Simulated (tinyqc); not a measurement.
From results back to parameters: polytypes by hexagonality, and a cubic inclusion as a quantum well. Three cases, with inputs chosen for the exercise.

Problem. A square well of depth V with masses m_w inside and m_b outside (first and second entry of m) binds its lowest level at the given depth below the barrier: k tan(k L/2) = (m_w/m_b) q, k = sqrt(m_w E/c), q = sqrt(m_b (V - E)/c), c = hbar^2/2m0. How many double layers wide is it?

Constants: hbar^2/2m0 = 3.80998211 eV angstrom^2.

Find: k; q; L; N.

Method. L = (2/k) arctan((m_w/m_b) q/k), and N = L/d.

Case 1.

Values chosen (out of a larger set: of the order of those of GaAs; not measured data): m = (0.064, 0.068) m0 (electron mass along c in the cubic layer and in the host); d = 3.252 angstrom (thickness of a double layer).

V = 0.14000 eV
depth V - E = 0.02536 eV

Solution.

k = 0.0439 1/angstrom
q = 0.0213 1/angstrom
L = 19.51 angstrom
N = 6.0

Case 2.

Values chosen (out of a larger set: of the order of those of SiC; not measured data): m = (0.285, 0.348) m0 (electron mass along c in the cubic layer and in the host); d = 2.52 angstrom (thickness of a double layer).

V = 0.74440 eV
depth V - E = 0.20358 eV

Solution.

k = 0.2011 1/angstrom
q = 0.1364 1/angstrom
L = 5.04 angstrom
N = 2.0

Case 3.

Values chosen (out of a larger set: of the order of those of GaAs; not measured data): m = (0.066, 0.068) m0 (electron mass along c in the cubic layer and in the host); d = 3.264 angstrom (thickness of a double layer).

V = 0.12700 eV
depth V - E = 0.06587 eV

Solution.

k = 0.0325 1/angstrom
q = 0.0343 1/angstrom
L = 48.96 angstrom
N = 15.0

Computed by tinyqc, one run a case: `OMP_NUM_THREADS=1 python tinyqc.py N N+1 out.jsonl` with N = 1881283, 1881287, 1881293; one thread of a shared Intel(R) Xeon(R) Processor @ 2.30GHz, about 0.09 s a run at most.
